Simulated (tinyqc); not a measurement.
Geometry relaxation of a small cluster: one step, computed by the program tinyqc. Command: `OMP_NUM_THREADS=1 python tinyqc.py 3021609 3021610 out.jsonl relax walk`. One thread of a shared host (Intel(R) Xeon(R) Processor @ 2.30GHz), about 0.02 s of CPU time with the checks.

E = sum_i {sum_j A exp(-p (r_ij/r0 - 1)) - xi sqrt(rho_i)}, rho_i = sum_j exp(-2 q (r_ij/r0 - 1)); the force on i is -sum_j w_ij (R_i - R_j)/r_ij with w_ij = -(2p/r0) A exp(-p (r_ij/r0 - 1)) + (xi q/r0) exp(-2 q (r_ij/r0 - 1)) (rho_i^(-1/2) + rho_j^(-1/2)).

Question. The first two steps. FIRE with unit mass: if F.v > 0, v = (1 - a) v + a |v| F/|F|, and after more than 5 such steps in a row dt = min(1.1 dt, 5 dt0), a = 0.99 a; else v = 0, a = 0.1, and dt = dt/2 (not at the first step). Then v = v + dt F, R(new) = R + dt v. dt0 = sqrt(eta), a = 0.1 at first. No atom moves more than 0.3 angstrom a step (the whole step is scaled). Stop when the largest force component is below 1e-5 eV/angstrom.

Inputs (values chosen for the exercise, for model atoms):
```
quantity         value           unit
length r0         2.61       angstrom
repulsion A       0.19             eV
hopping xi        3.18             eV
decay p           11.3              -
decay q           2.34              -
step factor eta  0.022  angstrom^2/eV
```

Potential: Gupta. Method: FIRE.

starting positions (angstrom):
```
            x      y      z
atom 1  -0.16   0.32  -0.02
atom 2   2.42  -0.13   0.12
atom 3   1.07   2.06   -0.3
atom 4   1.09   0.66   1.79
```

Give: positions after step 1; energy after step 1; positions after step 2; energy after step 2.

Answer.

positions after step 1 (angstrom):
```
             x       y       z
atom 1  -0.260   0.194  -0.067
atom 2   2.409  -0.120   0.082
atom 3   1.161   2.141  -0.302
atom 4   1.110   0.695   1.876
```

energy after step 1 = -20.30 eV

positions after step 2 (angstrom):
```
             x       y       z
atom 1  -0.248   0.196  -0.064
atom 2   2.398  -0.112   0.080
atom 3   1.163   2.128  -0.294
atom 4   1.108   0.699   1.869
```

energy after step 2 = -20.41 eV
